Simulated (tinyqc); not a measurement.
From results back to parameters: cyclotron resonance of ellipsoidal valleys, Si type. Five cases, with inputs chosen for the exercise.

Problem. The cyclotron masses of the valleys [100] and [001] at this angle were computed from hidden ml and mt.

Valleys along [100], [010], [001] (each with its opposite partner), mass ml along the axis and mt across it. B lies in the (1-10) plane, b = (sin(theta)/sqrt2, sin(theta)/sqrt2, cos(theta)). For the angle phi between B and the axis, 1/mc^2 = cos^2(phi)/mt^2 + sin^2(phi)/(mt ml). Resonance: h nu = 2 muB B/mc, h = 2 pi hbar.

Find: X = 1/mt^2; Y = 1/(mt ml); mt; ml.

Case 1.

Values chosen (out of a larger set: near those of Si; not measured data): theta = 80 degrees (angle of B from [001] towards [110]).

mc of [100] = 0.254118 m0
mc of [001] = 0.402418 m0

Solution.

X = 1/mt^2 = 26.03
Y = 1/(mt ml) = 5.558
mt = 0.196 m0
ml = 0.92 m0

With cos^2(phi) = 0.4849 and 0.0302, the two values of 1/mc^2 are linear equations for X and Y; mt = 1/sqrt(X), ml = sqrt(X)/Y.

Case 2.

Values chosen (out of a larger set: near those of Si; not measured data): theta = 63 degrees (angle of B from [001] towards [110]).

mc of [100] = 0.259207 m0
mc of [001] = 0.307963 m0

Solution.

X = 1/mt^2 = 28.60
Y = 1/(mt ml) = 5.857
mt = 0.187 m0
ml = 0.91 m0

With cos^2(phi) = 0.3969 and 0.2061, the two values of 1/mc^2 are linear equations for X and Y; mt = 1/sqrt(X), ml = sqrt(X)/Y.

Case 3.

Values chosen (out of a larger set: near those of Si; not measured data): theta = 22 degrees (angle of B from [001] towards [110]).

mc of [100] = 0.377925 m0
mc of [001] = 0.205773 m0

Solution.

X = 1/mt^2 = 26.57
Y = 1/(mt ml) = 5.525
mt = 0.194 m0
ml = 0.93 m0

With cos^2(phi) = 0.0702 and 0.8597, the two values of 1/mc^2 are linear equations for X and Y; mt = 1/sqrt(X), ml = sqrt(X)/Y.

Case 4.

Values chosen (out of a larger set: near those of Si; not measured data): theta = 76 degrees (angle of B from [001] towards [110]).

mc of [100] = 0.254638 m0
mc of [001] = 0.379273 m0

Solution.

X = 1/mt^2 = 26.30
Y = 1/(mt ml) = 5.749
mt = 0.195 m0
ml = 0.89 m0

With cos^2(phi) = 0.4707 and 0.0585, the two values of 1/mc^2 are linear equations for X and Y; mt = 1/sqrt(X), ml = sqrt(X)/Y.

Case 5.

Values chosen (out of a larger set: near those of Si; not measured data): theta = 40 degrees (angle of B from [001] towards [110]).

mc of [100] = 0.313808 m0
mc of [001] = 0.234700 m0

Solution.

X = 1/mt^2 = 26.85
Y = 1/(mt ml) = 5.809
mt = 0.193 m0
ml = 0.89 m0

With cos^2(phi) = 0.2066 and 0.5868, the two values of 1/mc^2 are linear equations for X and Y; mt = 1/sqrt(X), ml = sqrt(X)/Y.

Computed by tinyqc, one run a case: `OMP_NUM_THREADS=1 python tinyqc.py N N+1 out.jsonl` with N = 1280771, 1280775, 1280804, 1280846, 1280878; one thread of a shared Intel(R) Xeon(R) Processor @ 2.30GHz, about 0.01 s a run at most.
